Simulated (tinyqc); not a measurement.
From one set of inputs to another, one input at a time: two-valley model of the transferred-electron effect. Computed by tinyqc, a small Python program. Command: `OMP_NUM_THREADS=1 python tinyqc.py 3029274 3029275 out.jsonl gunn ladder`. One thread of a shared host (Intel(R) Xeon(R) Processor @ 2.30GHz), about 0.03 s of CPU time with the checks.

Both kinds of valley share one electron temperature T_e, and each has a constant mobility.

The inputs printed are set A. Set A is modelled on InP; the values taken over come from a set modelled on GaAs. Inputs not listed in the table keep their values of set A, so the rows need not describe a real material.

Inputs (values chosen for the exercise, modelled on InP):

| quantity | value | unit |
|---|---|---|
| central-valley mass m1 | 0.079 | m_0 |
| satellite-valley mass m2 | 0.27 | m_0 |
| satellite valleys Z | 4 | - |
| valley separation dE | 0.55 | eV |
| central-valley mobility mu1 | 4200 | cm^2/(V s) |
| satellite-valley mobility mu2 | 150 | cm^2/(V s) |
| energy relaxation time tau_E | 0.72 | ps |
| lattice temperature T | 77 | K |
| electric field F | 15 | kV/cm |
| mixing | 0.05 | - |
| iteration cap | 600 | - |

Solver: damped fixed point.

Constants: k_B = 8.617333262e-05 eV/K.

Method:
- Density-of-states ratio R = Z (m2/m1)^(3/2); n2/n1 = R exp(-dE/(k_B T_e)); mean mobility mu = (mu1 + mu2 n2/n1)/(1 + n2/n1); energy balance e mu F^2 = (3/2) k_B (T_e - T)/tau_E; v = mu F.
- Fixed point from T_e = T: T_out = T + (2/3) e mu(T_e) F^2 tau_E/k_B, T_new = T_e + mixing (T_out - T_e); stop when |T_out - T_e| is below 1e-6 K.
- Using T_e as the parameter, F(T_e) = sqrt(3 k_B (T_e - T)/(2 e mu tau_E)) and v = mu F; find the first maximum and the next minimum of v, and the most negative dv/dF between them.

Each row keeps all changes above it:

| input moved | from | to | peak-to-valley ratio | drift velocity (1e7 cm/s) | electron temperature T_e (K) |
|---|---|---|---|---|---|
| set A | - | - | 1.1845 | 2.6295 | 2274.0 |
| central-valley mass m1 (m_0) | 0.079 | 0.068 | 1.2448 | 2.5029 | 2168.2 |
| satellite-valley mass m2 (m_0) | 0.27 | 0.22 | 1.1636 | 2.6779 | 2314.4 |
| satellite-valley mobility mu2 (cm^2/(V s)) | 150 | 160 | 1.1581 | 2.6815 | 2317.5 |
| lattice temperature T (K) | 77 | 300 | 1.1011 | 2.5270 | 2411.4 |
| central-valley mobility mu1 (cm^2/(V s)) | 4200 | 8200 | 1.1424 | 3.3189 | 3073.0 |
| electric field F (kV/cm) | 15 | 9.7 | 1.1424 | 3.5420 | 2213.8 |
| energy relaxation time tau_E (ps) | 0.72 | 0.97 | 1.1424 | 2.9824 | 2470.9 |

Where does the difference come from?

Peak-to-valley ratio goes from 1.18 to 1.14, a factor 0.964 in all. The largest single move comes from satellite-valley mass m2 (a factor 0.935), and central-valley mass m1 works against it (a factor 1.05). Drift velocity goes from 2.63 to 2.98, a factor 1.13 in all. The largest single move comes from central-valley mobility mu1 (a factor 1.31), and energy relaxation time tau_E works against it (a factor 0.842). Electron temperature T_e goes from 2270 to 2470, a factor 1.09 in all. The largest single move comes from electric field F (a factor 0.720), but it runs against the net change; the largest move in the direction of the net change is central-valley mobility mu1 (a factor 1.27). The single moves hold for this order of the switches; the total does not depend on the order.

Caution (rows central-valley mobility mu1): T_e exceeds 3000 K, outside the range of a Maxwellian in parabolic valleys.

Extremes, crossings and ranges named in words are read from the listed rows.
